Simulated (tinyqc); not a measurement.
Inside a calculation. Method: coherent transport through a tight-binding region between two chains. One step of it, computed by the program tinyqc.

Question. Transmission at E = 0.05 eV. Surface Green function g = (E - i sqrt(4 t^2 - E^2)) / (2 t^2); self-energy tc^2 g on each contact site; G = (E - H - Sigma)^(-1); Gamma = -2 Im Sigma; T = Gamma_L Gamma_R |G_LR|^2; local density of states -Im G_ii / pi.

H of the central region (eV), lower triangle:
```
           1          2          3          4          5         6
1   0.000000
2  -1.710000   0.520000
3   0.000000  -1.710000   0.520000
4   0.000000   0.000000  -0.370000   0.520000
5   0.000000   0.000000   0.000000  -1.820000   0.520000
6   0.000000   0.000000   0.000000   0.000000  -0.810000  0.000000
```

Leads: semi-infinite chains with site energy 0:
```
parameter                           value
lead hopping t (eV)              2.720000
coupling to the left lead (eV)   0.960000
coupling to the right lead (eV)  0.590000
left contact site                       1
right contact site                      6
```

E = 0.050000 eV

Give: g; G; local density of states; transmission.

Answer.

g = 0.003-0.368i 1/eV

G (1/eV), lower triangle:
```
               1              2              3             4
1  -0.793-1.207i
2   0.367+0.190i   0.028-0.078i
3   0.894+1.259i   0.225-0.212i  -0.832-1.317i
4  -0.563+0.721i   0.158+0.092i   0.607-0.695i  0.039-1.308i
5  -0.327-0.070i  -0.005+0.067i   0.326+0.088i  0.436-0.196i
6   1.075-1.660i  -0.358-0.168i  -1.174+1.614i  0.165+2.824i

              5              6
5  0.046-0.069i
6  0.281+0.401i  -0.208-6.113i
```

local density of states (1/eV): 0.384  0.025  0.419  0.416  0.022  1.946

transmission = 0.678
